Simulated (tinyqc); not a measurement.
## Bandgap voltage reference from two bipolar transistors: output against temperature

Two transistors of area 1 and N carry the same current I. Is(T) = Is (T/T0)^eta exp[(Vg0 q/kB)(1/T0 - 1/T)], VBE1 = Vt ln(I/Is(T)) + I rb, VBE2 = Vt ln(I/(N Is(T))) + I rb/N. The amplifier forces I R1(T) = VBE1 - VBE2 + Vos, with R(T) = R (1 + tc (T - T0)) for both resistors, and the output is Vref = VBE1 + I R2(T). Base currents and the Early effect are neglected.

Vt = kB T/q; I = (Vt ln N + Vos)/(R1(T) - rb (1 - 1/N)).

Parameters, values chosen for the exercise; values of the order met in silicon bipolar transistors: reference temperature T0 = 298 K; band-gap voltage extrapolated to 0 K Vg0 = 1.201 V; temperature exponent of the saturation current eta = 4; saturation current of the unit transistor at T0 Is = 3.3e-16 A; area ratio of the second transistor N = 8; resistor across which the difference of VBE falls, at T0 R1 = 8.7 kohm; temperature coefficient of both resistors tc = 0 ppm/K; offset of the amplifier Vos = -0.8 mV; series resistance of the unit transistor rb = 23 ohm; output resistor at T0 R2 = 105.7 kohm.

Constants: q = 1.602176634e-19 C, kB = 1.380649e-23 J/K. Results are converted to the units shown.

Output against temperature:

| T (K) | I (uA) | VBE1 (V) | I R2 (V) | Vref (V) | Vref - Vref(T0) (mV) | dVref/dT (uV/K) |
|---|---|---|---|---|---|---|
| 218 | 4.408 | 0.7840 | 0.4660 | 1.250 | 2.393 | 12.61 |
| 233 | 4.718 | 0.7513 | 0.4987 | 1.250 | 2.451 | -4.599 |
| 253 | 5.131 | 0.7074 | 0.5423 | 1.250 | 2.143 | -25.89 |
| 273 | 5.544 | 0.6630 | 0.5860 | 1.249 | 1.426 | -45.56 |
| 298 | 6.060 | 0.6070 | 0.6405 | 1.248 | 0 | -68.22 |
| 323 | 6.576 | 0.5505 | 0.6951 | 1.246 | -1.969 | -89.04 |
| 348 | 7.092 | 0.4935 | 0.7496 | 1.243 | -4.439 | -108.3 |
| 373 | 7.608 | 0.4360 | 0.8042 | 1.240 | -7.374 | -126.3 |
| 398 | 8.124 | 0.3781 | 0.8587 | 1.237 | -10.74 | -143.0 |
| 423 | 8.640 | 0.3198 | 0.9133 | 1.233 | -14.52 | -158.8 |

Read the table: what changes, and by how much?

VBE1 falls by 2.26 mV/K on average and I R2 rises by 2.18 mV/K. The slope of Vref vanishes at T = 229 K. Between 233 and 398 K Vref spans 13.2 mV, or 64.2 ppm/K by the box method (span over the average over T, over 165 K).

Program tinyqc, `OMP_NUM_THREADS=1 python tinyqc.py 2062014 2062015 out.jsonl`; Intel Xeon 2.30GHz, shared host, one thread, about 0.02 s.
